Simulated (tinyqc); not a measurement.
Worked calculation: global model of a low-pressure process discharge: electron temperature, density, ion flux and ion energy. Computed by tinyqc, a small Python program that keeps every step. Command: `OMP_NUM_THREADS=1 python tinyqc.py 3113534 3113535 out.jsonl plasma walk`. One thread of a shared host (Intel(R) Xeon(R) Processor @ 2.30GHz), about 0.01 s of CPU time with the checks. Intermediate numbers are printed to about 7 digits and carried at full precision; extremes and crossings named in words are read from the listed rows.

Maxwellian electrons with temperature T_e in eV, one positive ion, no negative ions, uniform bulk density n; rate constants have the Arrhenius form.

Inputs (values chosen for the exercise, of the order of those of an inductive discharge in a simple atomic gas):
```
quantity,value,unit
ion mass M,35.5,u
ionisation prefactor K0,2.6e-14,m^3/s
ionisation energy E_iz,17.4,eV
excitation prefactor X0,4e-14,m^3/s
excitation energy E_ex,8.45,eV
elastic rate constant K_el,7.3e-14,m^3/s
ion-neutral cross section,8.5e-19,m^2
pressure p,2.5,Pa
gas temperature T_g,600,K
radius R,15,cm
height L,20,cm
absorbed power P,3000,W
bias power P_b,56,W
radius of the biased electrode,15,cm
bias frequency,27,MHz
mixing,0.4,-
```

Constants: k_B = 1.380649e-23 J/K; e = 1.602176634e-19 C; u = 1.6605390666e-27 kg; m_0 = 9.1093837015e-31 kg; eps_0 = 8.8541878128e-12 F/m.

## Geometry factors

n_g = p/(k_B T_g); lambda_i = 1/(n_g sigma); h_L = 0.86/sqrt(3 + L/(2 lambda_i)), h_R = 0.8/sqrt(4 + R/lambda_i); A_eff = 2 pi R^2 h_L + 2 pi R L h_R; d_eff = pi R^2 L/A_eff.

gas density n_g = 3.017904e+20 1/m^3

ion mean free path = 0.3898303 cm

h_L = 0.1606644

h_R = 0.1227458

A_eff = 458.5042 cm^2

d_eff = 30.83323 cm

## A fixed-point cycle for T_e

Particle balance: K0 exp(-E_iz/T_e) n_g d_eff = u_B, u_B = sqrt(e T_e/M). Cycle: T_out = T sqrt(loss/creation) with loss/creation = u_B/(K0 exp(-E_iz/T) n_g d_eff); T -> T + mixing (T_out - T), kept between 0.3 and 60 eV, from 3 eV; stop at |T_out - T| < 1e-9 eV or after 60 steps.

Course:
```
step,T (eV),T_out (eV),residual (eV)
0,3.000000,1.873117,-1.126883e+00
1,2.549247,2.551952,2.705551e-03
2,2.550329,2.549612,-7.173948e-04
3,2.550042,2.550232,1.897633e-04
4,2.550118,2.550068,-5.022782e-05
5,2.550098,2.550111,1.329239e-05
6,2.550103,2.550100,-3.517880e-06
7,2.550102,2.550103,9.310092e-07
8,2.550102,2.550102,-2.463930e-07
9,2.550102,2.550102,6.520820e-08
10,2.550102,2.550102,-1.725744e-08
11,2.550102,2.550102,4.567204e-09
12,2.550102,2.550102,-1.208717e-09
13,2.550102,2.550102,3.198894e-10
```

last residual = 3.198894e-10 eV

Converged in 14 steps.

## Electron temperature

Root found by bracketing.

T_e = 2.550102 eV

Bohm velocity u_B = 2632.663 m/s

K_iz = 2.829246e-17 m^3/s

## Energy per pair and density

E_c = E_iz + (X0 exp(-E_ex/T_e) E_ex + K_el (3 m_0/M) T_e)/K_iz; wall potential V_s = (T_e/2) ln(M/(2 pi m_0)); E_T = E_c + 2 T_e + T_e/2 + V_s; n = P/(e u_B A_eff E_T); ion current density J = e h_L n u_B; ionised share n/n_g.

collisional loss per pair E_c = 452.3862 eV

wall potential V_s = 11.78126 V

E_T = 470.5427 eV

plasma density n = 3.296653e+11 1/cm^3

ion current density J = 2.234078 mA/cm^2

ionised share = 0.001092365

Collisions take 96 % of the power and the walls the rest. T_e came from the particle balance alone; the power sets only n.

## Biased electrode

All bias power goes to ions: V_b = P_b/(J pi r^2). Debye length at the sheath edge lambda_D = sqrt(eps_0 T_e/(e h_L n)); Child-law sheath s = (sqrt2/3) lambda_D (2 V/T_e)^(3/4), V = V_b + V_s; ion transit time tau_i = 3 s sqrt(M/(2 e V)); collisions in the sheath s/lambda_i.

bias voltage V_b = 35.46151 V

lambda_D = 51.58240 micrometre

sheath width s = 0.3651751 mm

ion transit time = 68.36334 ns

transit time over bias period = 1.845810

s/lambda_i = 0.09367540

The sheath is nearly free of collisions.

## Pressure series at fixed power

n_g = p/(k_B T_g), lambda_i = 1/(n_g sigma), K_iz = K0 exp(-E_iz/T_e), h_L = 0.86/sqrt(3 + L/(2 lambda_i)), h_R = 0.8/sqrt(4 + R/lambda_i), A_eff = 2 pi R^2 h_L + 2 pi R L h_R and d_eff = pi R^2 L/A_eff follow p. E_c = E_iz + (X0 exp(-E_ex/T_e) E_ex + K_el (3 m_0/M) T_e)/K_iz; E_T = E_c + (5/2) T_e + (T_e/2) ln(M/(2 pi m_0)); n = P/(e u_B A_eff E_T); J = e h_L n u_B. Pressures without a root below 2 E_iz are left out.

Against pressure:
```
p (Pa),T_e (eV),E_c (eV),E_T (eV),n (1/cm^3),J (mA/cm^2)
0.1,8.755267,53.541,115.878,2.657152e+11,8.900919
0.2,5.789370,78.416,119.636,3.562002e+11,8.661557
0.5,3.998658,139.340,167.810,3.902437e+11,6.216721
1.0,3.221358,226.691,249.627,3.748331e+11,4.196591
2.0,2.687431,380.941,400.075,3.419911e+11,2.625875
5.0,2.199336,778.972,794.631,2.897912e+11,1.324765
10.0,1.932787,1352.952,1366.713,2.508347e+11,0.770824
20.0,1.724026,2359.035,2371.310,2.150185e+11,0.444441
```

T_e falls from 8.76 to 1.72 eV, n changes by a factor 0.8 and J by 0.05; in J = P h_L/(A_eff E_T), E_T changes by a factor 20.46.

Checks made by the program: cycle against bracketing (relative difference below 1e-10).
